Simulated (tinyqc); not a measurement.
Hubbard chain of 3 sites, step by step. Computed by tinyqc, a small Python program that keeps every step. Settings: hopping = 0.76, U = 5.9, mixing = 0.2, iteration cap = 74. Command: `OMP_NUM_THREADS=1 python tinyqc.py 22517 22518 out.jsonl` (the two numbers bound the seeds that draw the settings). One thread of a shared host (Intel(R) Xeon(R) Processor @ 2.60GHz), about 0.2 s of CPU time with the checks.

one-body matrix (hopping and site energies) (eV):
```
           1          2          3
1   0.000000  -0.760000   0.000000
2  -0.760000   0.000000  -0.760000
3   0.000000  -0.760000   0.000000
```

U = 5.900000 eV

electrons, up and down: 2  1

n(up) at the start (a guess, not normalised): 1 0.967000, 2 0.367000, 3 0.967000

n(down) at the start (a guess): 1 0.033000, 2 0.633000, 3 0.033000

Each step fills the lowest levels of T + U n(other spin) and sets n(new) = n + mixing (n(out) - n); stop when output and input agree to 1e-8.

Course of the cycle:
```
iteration       E (eV)  largest |n(out) - n(in)|  mean |n_up - n_down|
1          -0.30543972                  2.94e-01              0.903169
2          -0.33761019                  2.46e-01              0.916606
3          -0.35682995                  2.04e-01              0.926081
4          -0.36849457                  1.68e-01              0.932929
5          -0.37568474                  1.38e-01              0.937988
6          -0.38017936                  1.13e-01              0.941794
7          -0.38302318                  9.29e-02              0.944702
8          -0.38484101                  7.60e-02              0.946953
9          -0.38601294                  6.21e-02              0.948712
10         -0.38677383                  5.07e-02              0.950099
11         -0.38727072                  4.14e-02              0.951201
...                ...                       ...                   ...
64         -0.38823494                  8.64e-07              0.955817
65         -0.38823494                  7.06e-07              0.955817
66         -0.38823494                  5.77e-07              0.955818
67         -0.38823494                  4.71e-07              0.955818
68         -0.38823494                  3.85e-07              0.955818
69         -0.38823494                  3.15e-07              0.955818
70         -0.38823494                  2.57e-07              0.955818
71         -0.38823494                  2.10e-07              0.955818
72         -0.38823494                  1.72e-07              0.955818
73         -0.38823494                  1.41e-07              0.955818
74         -0.38823494                  1.15e-07              0.955818
```

Can the last value be used, and what does the course show?

Not by the stop rule, although the second column moves by less than 1e-07 over the last three steps. Not converged within 74 iterations: the residual falls steadily but slowly, by a factor of about 0.82 a step. The lowest mean-field energy found from random starts is -0.38823 eV. Reruns (cap 100 unless said): mixing 0.5: converged in 30 (E = -0.38823); mixing 0.9: converged in 12 (E = -0.38823); the original settings with a cap of 400: converged in 87 (E = -0.38823).
